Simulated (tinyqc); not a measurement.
Inside a calculation. Model: illuminated p-n diode, drift-diffusion by the Gummel loop with Scharfetter-Gummel fluxes.

Program tinyqc, `OMP_NUM_THREADS=1 python tinyqc.py 2240063 2240064 out.jsonl`; Intel Xeon 2.30GHz, shared host, one thread, about 0.8 s. Printed values are rounded.

Abrupt junction at x = 0, p side from -Lp, n side to Ln, ohmic contacts. psi is counted from the intrinsic level; n = ni exp((psi - phin)/Vt), p = ni exp((phip - psi)/Vt). Contacts: p side psi = V - Vt ln(Na/ni), p = Na, n = ni^2/Na; n side psi = Vt ln(Nd/ni), n = Nd, p = ni^2/Nd. Constant mobilities, D = mu Vt, Boltzmann statistics, SRH recombination through a mid-gap level, U = (n p - ni^2)/(tp (n + ni) + tn (p + ni)). Current is positive from the p contact to the n contact.

Inputs (values chosen for the exercise); band and dielectric values those of a made-up semiconductor:
```
symbol    value        unit                                 meaning
T           300           K                             temperature
Eg         1.33          eV                                band gap
eps_r      14.5                               relative permittivity
Nc      2.24e19       cm^-3  conduction-band density of states at T
Nv       2.8e19       cm^-3     valence-band density of states at T
Na       3.7e15       cm^-3          acceptor density of the p side
Nd       1.1e17       cm^-3             donor density of the n side
mun        1300  cm^2/(V s)                       electron mobility
mup         410  cm^2/(V s)                           hole mobility
tn         8e-9           s               SRH lifetime of electrons
tp        2e-10           s                   SRH lifetime of holes
G          3e21  cm^-3 s^-1                 uniform generation rate
V          0.64           V                   bias of the p contact
```

Constants: q = 1.602176634e-19 C, kB = 1.380649e-23 J/K, Vt = kB T/q, eps0 = 8.8541878128e-14 F/cm where lengths are in cm. Results are converted to the units shown.

## Intrinsic density and built-in voltage

ni = sqrt(Nc Nv) exp(-Eg/(2 Vt)), Eg in volts; Vbi = Vt ln(Na Nd/ni^2).

ni = 1.68731e8 cm^-3
Vbi = 0.961662 V

## Round 1: Poisson equation

```
node  x (nm)  phin at the start (V)  phip at the start (V)
0      -7200                   0.64                   0.64
1      -2680                      0                   0.64
2       -987                      0                   0.64
3       -348                      0                   0.64
4       -107                      0                   0.64
5        -17                      0                   0.64
6         17                      0                   0.64
7       87.6                      0                   0.64
8        234                      0                   0.64
9        538                      0                   0.64
10      1170                      0                   0.64
11      2480                      0                   0.64
12      5200                      0                      0
```

With phin and phip held, solve a_i (psi_(i+1) - psi_i) - a_(i-1) (psi_i - psi_(i-1)) + q w_i (p_i - n_i + C_i) = 0 for the inner nodes by Newton steps to convergence; a_i = eps0 eps_r/h_i, h_i = x_(i+1) - x_i, w_i = (h_(i-1) + h_i)/2, C = -Na or +Nd.

```
node   psi (V)  n after Poisson (cm^-3)  p after Poisson (cm^-3)
0     0.203016                  7.69463                   3.7e15
1     0.203013               4.34175e11               3.70043e15
2     0.203067               4.35083e11               3.69270e15
3     0.210276               5.75010e11               2.79409e15
4     0.332951               6.61493e13               2.42880e13
5     0.448317               5.73577e15               2.80107e11
6     0.516722               8.08601e16               1.98693e10
7     0.524488               1.09197e17               1.47131e10
8     0.524677               1.09995e17               1.46063e10
9     0.524678               1.10000e17               1.46057e10
10    0.524678               1.10000e17               1.46057e10
11    0.524678               1.10000e17               1.46057e10
12    0.524678                   1.1e17                 0.258819
```

## Round 1: electron continuity

With psi and p held, F_i = (mun Vt/h_i) [n_(i+1) B(d_i) - n_i B(-d_i)], d_i = (psi_(i+1) - psi_i)/Vt, B(d) = d/(exp(d) - 1); solve F_i - F_(i-1) = w_i [(n_i p_i - ni^2)/den_i - G] for the new n, with den = tp (n + ni) + tn (p + ni) taken at the old n and p, h_i = x_(i+1) - x_i, w_i = (h_(i-1) + h_i)/2; phin = psi - Vt ln(n/ni).

```
node  new n (cm^-3)  phin after round 1 (V)
0           7.69463                0.640000
1        4.15794e12               -0.058408
2        1.84029e12               -0.037282
3        7.12252e11               -0.005533
4        6.62140e13               -0.000025
5        5.73710e15               -0.000006
6        8.08784e16               -0.000006
7        1.09221e17               -0.000006
8        1.10020e17               -0.000006
9        1.10023e17               -0.000005
10       1.10021e17               -0.000005
11       1.10016e17               -0.000004
12           1.1e17                0.000000
```

## Round 1: hole continuity

With psi and the new n held, F_i = (mup Vt/h_i) [p_(i+1) B(-d_i) - p_i B(d_i)], d_i = (psi_(i+1) - psi_i)/Vt, B(d) = d/(exp(d) - 1); solve F_i - F_(i-1) = w_i [(n_i p_i - ni^2)/den_i - G] for the new p, with den = tp (n + ni) + tn (p + ni) taken at the new n and the old p, h_i = x_(i+1) - x_i, w_i = (h_(i-1) + h_i)/2; phip = psi + Vt ln(p/ni).

```
node  new p (cm^-3)  phip after round 1 (V)
0            3.7e15                0.640000
1        3.75549e15                0.640382
2        3.75600e15                0.640439
3        2.84304e15                0.640449
4        2.47479e13                0.640485
5        3.14296e11                0.642977
6        3.85922e10                0.657163
7        1.03382e11                0.690403
8        2.44487e11                0.712843
9        4.25299e11                0.727157
10       5.57470e11                0.734153
11       5.76211e11                0.735008
12         0.258819                0.000000
```

## Course of the Gummel loop

Stop when phin and phip change by less than 1e-8 V, or after 80 rounds. J = Jn at the p contact + Jp at the n contact + q sum w_i U_i - q G sum w_i over the inner nodes, which avoids differences of large majority fluxes: Jn = (q mun Vt/h_0)[n_1 B(d_0) - n_0 B(-d_0)], Jp = (q mup Vt/h_last)[p_(N-1) B(d_last) - p_N B(-d_last)], d_i = (psi_(i+1) - psi_i)/Vt, B(d) = d/(exp(d) - 1), w_i = (h_(i-1) + h_i)/2.

Course of the iteration:
```
round  J (A/cm^2)  largest change of phin, phip (V)
1       -0.158200                            0.0950
2       -0.158256                           3.09e-4
3       -0.158256                           3.65e-6
4       -0.158256                           4.09e-8
5       -0.158256                          4.79e-10
```

Converged in 5 rounds.

## Recombination and current

```
node  converged psi (V)  converged n (cm^-3)  converged p (cm^-3)
0              0.203016              7.69463               3.7e15
1              0.203373           4.16548e12           3.70417e15
2              0.203501           1.84998e12           3.69415e15
3              0.210708           7.22384e11           2.79648e15
4              0.333086           6.65537e13           2.46255e13
5              0.448342           5.74210e15           3.14122e11
6              0.516721           8.08707e16           3.86068e10
7              0.524485           1.09197e17           1.03405e11
8              0.524673           1.09996e17           2.44521e11
9              0.524675           1.10000e17           4.25357e11
10             0.524675           1.10001e17           5.57568e11
11             0.524676           1.10001e17           5.76323e11
12             0.524678               1.1e17             0.258819
```

U_i as defined. J = Jn at the p contact + Jp at the n contact + q sum w_i U_i - q G sum w_i over the inner nodes, which avoids differences of large majority fluxes: Jn = (q mun Vt/h_0)[n_1 B(d_0) - n_0 B(-d_0)], Jp = (q mup Vt/h_last)[p_(N-1) B(d_last) - p_N B(-d_last)], d_i = (psi_(i+1) - psi_i)/Vt, B(d) = d/(exp(d) - 1), w_i = (h_(i-1) + h_i)/2.

U, node 0 to 12 (cm^-3 s^-1): 0  5.20670e20  2.31244e20  9.02975e19  7.79264e21  1.56718e21  1.93030e20  5.17005e20  1.22250e21  2.12646e21  2.78727e21  2.88101e21  0
Jn at the p contact = 0.0492805 A/cm^2
Jp at the n contact = 0.00359808 A/cm^2
recombination = 0.210879 A/cm^2
generation = 0.422013 A/cm^2
J = -0.158256 A/cm^2

A 500-node mesh gives J = -0.1584 A/cm^2; this mesh differs from it by 1.0e-4 A/cm^2 (0.066 %).
